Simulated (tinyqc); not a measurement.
Inter-valley coupling by envelope functions against a chain of atomic planes: one step. One plane of added Ge, to first order. Two cases, with inputs chosen for the exercise.

Task: F_j is the envelope on plane j (sum F_j^2 = 1) and Dv the coupling of the two valleys, which split by 2|Dv|. A single plane has Fourier weight at all wavelengths: it adds dE xs F_j^2 to |Dv|, so the splitting is about 2 dE xs F_j^2 if this term rules, and the mean of the doublet rises by dE xs F_j^2.

Case 1.

Values chosen (out of a larger set: near those of the Delta valleys of silicon in a SiGe well; not measured data): dE = 0.5 eV (offset per unit Ge fraction); js = 38 (plane j of a Ge spike (the well starts at j = 30)); xs = 0.04 (Ge fraction added on that plane).

F_j^2 of the smooth well on that plane = 0.0378349

Case 2.

Values chosen (out of a larger set: near those of the Delta valleys of silicon in a SiGe well; not measured data): dE = 0.52 eV (offset per unit Ge fraction); js = 73 (plane j of a Ge spike (the well starts at j = 30)); xs = 0.18 (Ge fraction added on that plane).

F_j^2 of the smooth well on that plane = 0.0024694

Give: splitting; rise of the mean level.

Result:

Case 1.

splitting = 1513 micro-eV
rise of the mean level = 0.757 meV

The chain with the spike gives 1415 micro-eV and a rise of 0.710 meV; the envelope solved with the spike gives 1403. First order is +7 % off: the state draws back from the spike, which the envelope solved anew includes.

Case 2.

splitting = 462 micro-eV
rise of the mean level = 0.231 meV

The chain with the spike gives 300 micro-eV and a rise of 0.154 meV; the envelope solved with the spike gives 287. First order is +54 % off: the state draws back from the spike, which the envelope solved anew includes.

Computed by tinyqc, one run a case: `OMP_NUM_THREADS=1 python tinyqc.py N N+1 out.jsonl` with N = 1482745, 1482821; one thread of a shared Intel(R) Xeon(R) Processor @ 2.30GHz, about 0.1 s a run at most.
